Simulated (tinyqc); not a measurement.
Ion-assisted plasma etching: sheath, surface coverage, synergy and aspect-ratio dependence: one step, computed by the program tinyqc. Command: `OMP_NUM_THREADS=1 python tinyqc.py 3025174 3025175 out.jsonl etch walk`. One thread of a shared host (Intel(R) Xeon(R) Processor @ 2.30GHz), about 0.05 s of CPU time with the checks.

Radicals adsorb on bare sites; ions remove covered sites with a high yield and bare sites by sputtering; a slow spontaneous reaction acts everywhere, walls included.

Task: Rate at the floor of the feature. Transmission of a round hole: K = 1/(1 + 3A/4), walls that scatter diffusely without loss. With a loss probability S = s (1 - theta) at the floor, G_b/G_n = K/(K + S - K S); theta follows G_b, and the two are solved together. Ions are taken to reach the floor unshadowed; G_b replaces G_n in every term of the rate; A is depth over diameter. Steady coverage: s G_n (1 - theta) = x Y G_i theta; removal flux = Y G_i theta + Y_p G_i (1 - theta) + k_c G_n; rate = flux/N, 1 cm/s = 6e8 nm/min.

Inputs (values chosen for the exercise, close to those used for silicon in a halogen plasma):
```
quantity                              value    unit
gas temperature T_g                     300       K
sticking coefficient s                 0.17       -
radicals per removed unit x               3       -
spontaneous reaction probability k_c  2e-05       -
solid density N                       5e+22  1/cm^3
aspect ratio A                          6.9       -
```

Feature: round hole.

yield Y = 3.972468

sputter yield Y_p = 0.4664547

ion flux G_i = 2.060967e+16 1/(cm^2 s)

radical flux G_n = 1.374729e+18 1/(cm^2 s)

vertical rate = 538.4656 nm/min

Give: transmission K; G_b/G_n; coverage at the floor; rate at the floor; floor rate over open-field rate.

Result:

transmission K = 0.16194

G_b/G_n = 0.64752

coverage at the floor = 0.38123

rate at the floor = 446.14 nm/min

floor rate over open-field rate = 0.82854

The lag is 17 %.
